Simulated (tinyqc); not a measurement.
Inside a calculation: deep level with several charge states, and Shockley-Read-Hall recombination. Values are carried at full precision from step to step, so a last printed digit may differ when a step is redone from the rounded ones.

Energies from Ev. The defect has charge states +1, 0, -1 with weights 1, gm exp((EF - E1)/kT), exp((2 EF - E1 - E2)/kT); the shares are the weights over their sum. Boltzmann carriers: n = Nc exp((EF - Eg)/kT), p = Nv exp(-EF/kT). Neutrality: p - n + Nd + Nt <q> = 0.

Constants: kB = 8.617333262e-05 eV/K.

Inputs chosen for the exercise (gap and densities of states near those of Si at this temperature; shifted at random, so the results belong to these values and not to a real crystal):

| symbol | value | unit | meaning |
|---|---|---|---|
| Eg | 1.123 | eV | gap |
| Nc | 3.53e+19 | 1/cm^3 | conduction-band density of states |
| Nv | 1.49e+19 | 1/cm^3 | valence-band density of states |
| T | 350 | K |  |
| E1 | 0.513 | eV | level (+1/0) above Ev |
| E2 | 0.761 | eV | level (0/-1) above Ev |
| gm | 2 |  | degeneracy of the middle state, the others 1 |
| Nt | 1.5e+15 | 1/cm^3 | defects |
| Nd | -2.7e+15 | 1/cm^3 | ionised shallow donors minus acceptors |
| E_try | 0.851 | eV | trial Fermi level |
| Et | 0.761 | eV | recombination level above Ev |
| sn | 2.2e-16 | cm^2 | electron capture cross-section |
| sp_ | 1.7e-16 | cm^2 | hole capture cross-section |
| vth | 24000000 | cm/s | thermal velocity, both carriers |
| Nm | 1.5e+16 | 1/cm^3 | equilibrium holes for the lifetime steps |
| dn | 6.2e+15 | 1/cm^3 | excess pairs |

## Charge states at a trial Fermi level

Form the exponents, the shares, the mean charge and the residual of neutrality at EF = E_try.

exponents of the second and third weights: 11.207  14.191

shares: +1 0.0000, 0 0.0919, -1 0.9081

<q> = -0.9081

n, p (1/cm^3): 4.28e+15  8.30e+06

residual = -8.34e+15 1/cm^3

The residual is negative, so EF must fall.

## The neutral state

Solve for EF.

EF = 0.2843 eV

shares at EF: +1 0.999, 0 0.001, -1 0.000

n = 2.96e+07 1/cm^3
p = 1.20e+15 1/cm^3

Without the defects the majority density would be 2.70e+15 1/cm^3; with them the density of these carriers is 1.20e+15, so they compensate part of the doping. Most defects are in the state +1.

## Recombination through one level

One level at Et with degeneracy 1: tn = 1/(sn vth Nt), tp = 1/(sp_ vth Nt), n1 = Nc exp((Et - Eg)/kT), p1 = Nv exp(-Et/kT), ni^2 = n1 p1. Equilibrium p0 = Nm, n0 = ni^2/Nm; n = n0 + dn, p = p0 + dn. U = (n p - ni^2)/(tp (n + n1) + tn (p + p1)), lifetime dn/U; emission rates en = sn vth n1, ep = sp_ vth p1.

Evaluate each quantity.

tn, tp (microsecond): 0.1263  0.1634

n1, p1 (1/cm^3): 2.16e+14  1.64e+08

U = 3.53e+22 1/(cm^3 s)
lifetime = 0.176 microsecond

The lifetime is 1.392 times the minority capture time tn and 0.607 times tn + tp, the limit of high injection.

## Emission and generation in a depleted region

With n = p = 0 the level generates pairs at G = Nt en ep/(en + ep); generation lifetime tg = ni/G; current density e G W for a width W = 1 micrometre, e = 1.602176634e-19 C.

en, ep (1/s): 1.14e+06  0.670

G = 1.00e+15 1/(cm^3 s)
tg = 188 microsecond
current density = 1.61e-08 A/cm^2

The slower step, hole emission, limits the rate: en/ep = 1.71e+06.

## Checks

- U against hole capture minus emission at the steady occupation of the level (1/(cm^3 s)): both 3.528e+22.

(tinyqc, `OMP_NUM_THREADS=1 python tinyqc.py 1652508 1652509 out.jsonl`, Intel(R) Xeon(R) Processor @ 2.30GHz, 1 thread, shared host, about 0.01 s.)
